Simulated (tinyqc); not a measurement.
Composition and strain of an epitaxial Si(1-x)Ge(x) layer from Raman and X-ray peaks: one step, computed by the program tinyqc.

A (001) layer, biaxially strained in the plane. The Raman peaks follow empirical lines omega = w0 + c1 x + c3 x^3 + b eps (c3 for Si-Ge alone), with eps the in-plane strain.

Task: Raman peaks. Insert x and eps in the three lines; the strain part is b eps.

Inputs (values chosen for the exercise, modelled on silicon-germanium):
```
quantity                     value  unit
Ge fraction x                 0.66     -
Si-Si: w0                    521.2  1/cm
Si-Si: c1                    -65.4  1/cm
Si-Si: strain coefficient b   -728  1/cm
Si-Ge: w0                      400  1/cm
Si-Ge: c1                     24.8  1/cm
Si-Ge: c3                    -35.9  1/cm
Si-Ge: strain coefficient b   -580  1/cm
Ge-Ge: w0                      280  1/cm
Ge-Ge: c1                     19.2  1/cm
Ge-Ge: strain coefficient b   -449  1/cm
```

Substrate: germanium.

in-plane strain eps = 14.97222 per mille

Give: Si-Si peak; Si-Ge peak; Ge-Ge peak; strain parts.

Result:

Si-Si peak = 467.1 1/cm

Si-Ge peak = 397.4 1/cm

Ge-Ge peak = 285.9 1/cm

strain parts (1/cm): Si-Si -10.90, Si-Ge -8.68, Ge-Ge -6.72

Read as unstrained, the Si-Si peak would give x = 0.827 in place of 0.66.
